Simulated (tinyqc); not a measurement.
Comparisons within one model: Wannier-Stark ladder of a miniband. A value that a table varies takes the place of the one given here.

One state in each well j = -(Nw - 1)/2 ... (Nw - 1)/2: H_jj = j e F d, H_(j,j+1) = -W/4; 1 kV/cm = 0.01 meV/angstrom. In an infinite chain the levels are j e F d and the state of well 0 has amplitude J_j(x) in size on well j, x = W/(2 e F d).

Constants: hbar = 6.58211957e-16 eV s.

Inputs chosen for the exercise (near those of a non-polar GaN/AlGaN superlattice; shifted at random, so the results belong to these values and not to a real crystal):

| symbol | value | unit | meaning |
|---|---|---|---|
| W | 15 | meV | miniband width |
| d | 54 | angstrom | period |
| Nw | 9 |  | wells |
| Fs | (3.4, 4.7, 6.3, 8.9, 14, 23, 50) | kV/cm | fields |
| G | 5 | meV | hbar/tau |
| F | 12 | kV/cm | field |

## Raising the field

Infinite-chain weights beside the middle spacing of the finite stack.

Results:

| F (kV/cm) | e F d (meV) | x | J_0^2 | J_1^2 | J_2^2 | middle spacing/(e F d) |
|---|---|---|---|---|---|---|
| 3.4 | 1.84 | 4.085 | 0.152 | 0.010 | 0.117 | 1.2079 |
| 4.7 | 2.54 | 2.955 | 0.060 | 0.126 | 0.235 | 1.0447 |
| 6.3 | 3.40 | 2.205 | 0.012 | 0.308 | 0.157 | 1.0076 |
| 8.9 | 4.81 | 1.561 | 0.228 | 0.320 | 0.061 | 1.0007 |
| 14 | 7.56 | 0.992 | 0.591 | 0.191 | 0.013 | 1.0000 |
| 23 | 12.42 | 0.604 | 0.830 | 0.083 | 0.002 | 1.0000 |
| 50 | 27.00 | 0.278 | 0.962 | 0.019 | 0.000 | 1.0000 |

J_0 vanishes at x = 2.405, F = 5.8 kV/cm, where the line at j = 0 disappears; J_0^2 overtakes J_1^2 for good at x = 1.435, F = 9.7 kV/cm, and reaches 0.96 in the last row. The 9 wells reproduce the middle spacing of the even ladder to 1 % from 6.3 kV/cm on, where the swing W/(e F d) = 2x is 4.4 periods. The lines are seen apart only where e F d exceeds their width, usually a few meV.

## Drift velocity with scattering

Esaki-Tsu: v = v0 y/(1 + y^2), y = e F d/G, v0 = W d/(2 hbar), at zero temperature; 1 angstrom/s = 1e-8 cm/s, 1 kV/cm = 0.01 meV/angstrom. The last column is dv/dF in cm^2/(V s).

Results:

| y | F (kV/cm) | v (1e6 cm/s) | dv/dF |
|---|---|---|---|
| 0.1 | 0.93 | 0.61 | 645 |
| 0.3 | 2.78 | 1.69 | 509 |
| 0.6 | 5.56 | 2.71 | 230 |
| 1.0 | 9.26 | 3.08 | 0 |
| 1.5 | 13.89 | 2.84 | -79 |
| 2.5 | 23.15 | 2.12 | -66 |
| 4.0 | 37.04 | 1.45 | -34 |

v0 = 6.15 x 1e6 cm/s
field at y = 1 = 9.26 kV/cm

The velocity peaks at v0/2 = 3.08 x 1e6 cm/s at 9.26 kV/cm and then falls: negative differential velocity, steepest at y = sqrt3 with -v0/(8 Fc) = -83 cm^2/(V s). The low-field mobility is v0/Fc = 665 cm^2/(V s). At the peak the swing is W/G = 3.0 periods, too few for the semiclassical picture to be safe.

## What each parameter does

e F d, x, J_0(x)^2 and the lowest level of the finite stack. Each row changes one parameter from the base and keeps the others.

Results:

| case | e F d (meV) | x | J_0^2 | lowest level (meV) |
|---|---|---|---|---|
| base | 6.48 | 1.157 | 0.479 | -27.82 |
| W = 12 meV | 6.48 | 0.926 | 0.635 | -27.19 |
| d = 46 angstrom | 5.52 | 1.359 | 0.347 | -24.23 |
| F = 16.8 kV/cm | 9.07 | 0.827 | 0.699 | -37.73 |
| Nw = 11 | 6.48 | 1.157 | 0.479 | -34.30 |

The largest shifts from the base row, up to three for each result and ties (the steps differ in size, so this ranks the rows, not the parameters). e F d (meV): F +2.59, d -0.96; unchanged at the printed digits by W and Nw. x: F -0.331, W -0.231, d +0.201; unchanged at the printed digits by Nw. J_0^2: F +0.220, W +0.156, d -0.132; unchanged at the printed digits by Nw. lowest level (meV): F -9.90, Nw -6.48, d +3.59.

Computed by tinyqc, a small Python program: `OMP_NUM_THREADS=1 python tinyqc.py 1280792 1280793 out.jsonl` (the numbers bound the seed that draws the inputs); one thread of a shared host (Intel(R) Xeon(R) Processor @ 2.30GHz), about 0.01 s for the whole set of steps.
